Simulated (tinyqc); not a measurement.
Hydrogen passivation of interface dangling bonds: competing passivation and dissociation with distributed barriers: one step, computed by the program tinyqc. Command: `OMP_NUM_THREADS=1 python tinyqc.py 3022151 3022152 out.jsonl passiv walk`. One thread of a shared host (Intel(R) Xeon(R) Processor @ 2.30GHz), about 0.02 s of CPU time with the checks.

P_b + H2 gives P_bH + H at the rate k_f [H2]; P_bH gives P_b + H at the rate k_d. All defects start unpassivated. E_f and E_d are Gaussian and independent.

Task: Distributed barriers. [H2] = solubility factor x p; a = k_f0 [H2] exp(-E_f/(k_B T)), d = k_d0 exp(-E_d/(k_B T)). For one pair of barriers the active share is y = [d + a exp(-(a + d) t)]/(a + d). Temperatures in kelvin are T(C) + 273.15. Average y over both Gaussians with 40 x 40 Gauss-Hermite points. Active density N0 y; threshold shift if each active defect holds one charge, e N0 y t_ox/(3.9 eps_0).

Inputs (values chosen for the exercise, close to those used for P_b centres at the silicon-oxide interface):
```
quantity                                      value          unit
defect density N0                           7.1e+11        1/cm^2
passivation prefactor k_f0                  6.9e-08        cm^3/s
mean passivation barrier E_f                   1.47            eV
spread sigma_f                                0.071            eV
dissociation prefactor k_d0                 4.8e+12           1/s
mean dissociation barrier E_d                  2.85            eV
spread sigma_d                                0.094            eV
H2 in the oxide per atm, solubility factor  1.6e+18  1/(cm^3 atm)
hydrogen pressure p                            0.05           atm
anneal temperature T                            700             C
anneal time t                                    85             s
oxide thickness                                   2            nm
```

Constants: k_B = 8.617333262e-05 eV/K; e = 1.602176634e-19 C; eps_0 = 8.8541878128e-12 F/m.

Give: active share y; active density; threshold shift.

Result:

active share y = 1.661e-04

active density = 1.180e+08 1/cm^2

threshold shift = 0.01095 mV

Caution: densities below a few 1e9 per cm^2 are formal: other defects set the floor in real interfaces.
